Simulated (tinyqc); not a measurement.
What each parameter does: coherent potential approximation for a binary alloy with a semi-elliptic band.

Site levels eA = -x d (share 1 - x) and eB = (1 - x) d (share x), so that their mean, the virtual crystal, is 0. Pure band: G0(z) = 2 (z - sqrt(z - W) sqrt(z + W))/W^2 with principal roots, density -Im G/pi per site. The medium has a self-energy S(z), G = G0(z - S), z = E + i eta. t_i = (e_i - S)/(1 - (e_i - S) G); the CPA demands <t> = (1 - x) tA + x tB = 0. Iteration: start at S = 0, set S(new) = S + <t>/(1 + <t> G), stop when |<t>| < 1e-9 eV.

Inputs chosen for the exercise:
- W = 3.7 eV (half width of the pure band)
- x = 0.1 (fraction of B)
- d = 2.41 eV (eB - eA)
- eta = 0.074 eV (broadening)
- E = 2.81 eV (energy)

Converged values at E.

Results for these values:

| case | Re S (eV) | Im S (eV) | density (1/eV) |
|---|---|---|---|
| base | -0.1178 | -0.4914 | 0.0867 |

What happens to each result for x = 0.15, all else kept?

Answer: Re S rises from -0.1178 to 0.0926; Im S falls from -0.4914 to -0.6868; density rises from 0.0867 to 0.0916.

The same for each parameter in turn:

| case | Re S (eV) | Im S (eV) | density (1/eV) |
|---|---|---|---|
| base | -0.1178 | -0.4914 | 0.0867 |
| W = 4.07 eV | -0.0997 | -0.3730 | 0.0949 |
| x = 0.15 | 0.0926 | -0.6868 | 0.0916 |
| d = 2.651 eV | -0.2635 | -0.5722 | 0.0779 |
| eta = 0.148 eV | -0.0902 | -0.4651 | 0.0870 |
| E = 3.18 eV | 0.0859 | -0.5667 | 0.0770 |

(tinyqc, `OMP_NUM_THREADS=1 python tinyqc.py 1451726 1451727 out.jsonl`, Intel(R) Xeon(R) Processor @ 2.30GHz, 1 thread, shared host, about 0.01 s.)
